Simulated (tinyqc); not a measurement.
Worked calculation: LDA (VWN5) atom on a uniform radial grid, spin-unpolarised, for C(2+). Computed by tinyqc, a small Python program that keeps every step. Settings: Z = 6, points = 64, R = 8.1, functional = lda,vwn, mixing = 1.0, iteration cap = 68. Command: `OMP_NUM_THREADS=1 python tinyqc.py 31643 31644 out.jsonl` (the two numbers bound the seeds that draw the settings). One thread of a shared host (Intel(R) Xeon(R) Processor @ 2.60GHz), about 0.02 s of CPU time with the checks. Later iterations appear only in the table of the cycle.

## Iteration 1

Spherical atom on a uniform radial grid r_j = j h with h = R/(N + 1), h sum u^2 = 1 and integrals as h times sums, u(0) = u(R) = 0 (atomic units):
```
parameter           value
Z                       6
points N               64
R                8.100000
h                0.124615
mixing           1.000000
electrons in 1s         2
electrons in 2s         2
```

Three-point differences turn -u''/2 + [l(l+1)/2r^2 - Z/r + V] u = e u into a tridiagonal matrix (diagonal 1/h^2 + potential, off-diagonal -1/2h^2). D = sum f u^2; the Hartree potential y/r solves y'' = -D/r with y(0) = 0, y(R) = N_e; v_xc comes from rho = D/(4 pi r^2); E = sum f e - int D V + int D (V_H/2 + eps_xc); V(new) = V + mixing (V_H + v_xc - V).

eigenvalues (hartree): [-16.00984, -4.35288]

Every 4th grid point:
```
r           V in     u(1s)      u(2s)         D      V_H       v_xc
0.49846  0.00000   0.82559   -0.49680   1.85681  6.14731   -0.90357
0.99692  0.00000   0.10396   -1.03469   2.16279  3.78572   -0.61409
1.49538  0.00000   0.00982   -0.63905   0.81698  2.65176   -0.35421
1.99385  0.00000   0.00082   -0.28371   0.16098  2.00413   -0.18198
2.49231  0.00000   0.00006   -0.10715   0.02296  1.60477   -0.08898
2.99077  0.00000  4.90e-06   -0.03673   0.00270  1.33744   -0.04203
3.48923  0.00000  3.60e-07   -0.01180   0.00028  1.14638   -0.01919
3.98769  0.00000  2.59e-08   -0.00362  2.62e-05  1.00309   -0.00847
4.48615  0.00000  1.84e-09   -0.00107  2.30e-06  0.89163   -0.00363
4.98462  0.00000  1.28e-10   -0.00031  1.92e-07  0.80247   -0.00152
5.48308  0.00000         0   -0.00009  1.53e-08  0.72952   -0.00062
5.98154  0.00000         0  -2.42e-05  1.17e-09  0.66872   -0.00025
6.48000  0.00000         0  -6.62e-06  8.76e-11  0.61728   -0.00010
6.97846  0.00000         0  -1.78e-06         0  0.57319  -4.06e-05
7.47692  0.00000         0  -4.59e-07         0  0.53498    0.00000
7.97538  0.00000         0  -6.13e-08         0  0.50154    0.00000
```

total energy = -31.2442104 hartree

## Iteration 2

As before.

eigenvalues (hartree): [-8.75977, -1.20474]

Every 4th grid point:
```
r           V in     u(1s)     u(2s)         D      V_H      v_xc
0.49846  5.24374   0.93997  -0.15511   1.81522  5.47894  -0.89715
0.99692  3.17164   0.18698  -0.79323   1.32835  3.43485  -0.52787
1.49538  2.29754   0.03010  -0.81204   1.32062  2.53331  -0.41035
1.99385  1.82215   0.00447  -0.60506   0.73224  1.97249  -0.28750
2.49231  1.51580   0.00064  -0.39136   0.30633  1.59712  -0.19308
2.99077  1.29541   0.00009  -0.23419   0.10969  1.33566  -0.12726
3.48923  1.12720  1.20e-05  -0.13357   0.03568  1.14598  -0.08303
3.98769  0.99462  1.63e-06  -0.07377   0.01088  1.00300  -0.05376
4.48615  0.88801  2.18e-07  -0.03981   0.00317  0.89161  -0.03455
4.98462  0.80095  2.91e-08  -0.02111   0.00089  0.80246  -0.02202
5.48308  0.72889  3.86e-09  -0.01104   0.00024  0.72952  -0.01392
5.98154  0.66847  5.10e-10  -0.00570   0.00006  0.66872  -0.00872
6.48000  0.61718  6.72e-11  -0.00289  1.68e-05  0.61728  -0.00540
6.97846  0.57315         0  -0.00142  4.04e-06  0.57319  -0.00327
7.47692  0.53498         0  -0.00062  7.61e-07  0.53498  -0.00182
7.97538  0.50154         0  -0.00011  2.42e-08  0.50154  -0.00057
```

total energy = -32.1581123 hartree

## Iteration 3

As before.

eigenvalues (hartree): [-9.80215, -1.45121]

Every 4th grid point:
```
r           V in     u(1s)      u(2s)         D      V_H      v_xc
0.49846  4.58179   0.91515   -0.20988   1.76310  5.59254  -0.88896
0.99692  2.90698   0.16466   -0.84970   1.49822  3.50240  -0.54792
1.49538  2.12296   0.02382   -0.80731   1.30463  2.56281  -0.40882
1.99385  1.68498   0.00317   -0.56256   0.63297  1.98261  -0.27507
2.49231  1.40404   0.00040   -0.34031   0.23162  1.60016  -0.17753
2.99077  1.20840   0.00005   -0.18985   0.07208  1.33650  -0.11227
3.48923  1.06295  6.12e-06   -0.10054   0.02022  1.14620  -0.07008
3.98769  0.94924  7.38e-07   -0.05138   0.00528  1.00305  -0.04326
4.48615  0.85707  8.81e-08   -0.02559   0.00131  0.89163  -0.02642
4.98462  0.78044  1.05e-08   -0.01250   0.00031  0.80247  -0.01596
5.48308  0.71559  1.23e-09   -0.00602   0.00007  0.72952  -0.00954
5.98154  0.66000  1.45e-10   -0.00286  1.64e-05  0.66872  -0.00564
6.48000  0.61188  1.70e-11   -0.00134  3.60e-06  0.61728  -0.00330
6.97846  0.56992         0   -0.00061  7.50e-07  0.57319  -0.00190
7.47692  0.53316         0   -0.00025  1.26e-07  0.53498  -0.00102
7.97538  0.50098         0  -4.35e-05  3.78e-09  0.50154  -0.00031
```

total energy = -32.1861262 hartree

## Convergence

Stop when input and output potentials agree to 1e-7.

Course of the cycle (hartree):
```
iteration            E      e(1s)     e(2s)  largest |V(out) - V(in)|
1          -31.2442104  -16.00984  -4.35288                  9.20e+00
2          -32.1581123   -8.75977  -1.20474                  1.53e+00
3          -32.1861262   -9.80215  -1.45121                  2.88e-01
4          -32.1871145   -9.60818  -1.40550                  5.38e-02
5          -32.1871489   -9.64425  -1.41384                  1.01e-02
6          -32.1871501   -9.63752  -1.41229                  1.88e-03
7          -32.1871501   -9.63878  -1.41258                  3.51e-04
8          -32.1871501   -9.63854  -1.41252                  6.55e-05
9          -32.1871501   -9.63859  -1.41253                  1.22e-05
10         -32.1871501   -9.63858  -1.41253                  2.28e-06
11         -32.1871501   -9.63858  -1.41253                  4.26e-07
12         -32.1871501   -9.63858  -1.41253                  7.95e-08
```

Converged in 12 iterations. A uniform grid resolves the cusp poorly: for a bare nucleus this grid gives 1s at -16.00984 against -Z^2/2 = -18 hartree. Before convergence this energy mixes input and output and is not variational, so it may rise towards its limit.
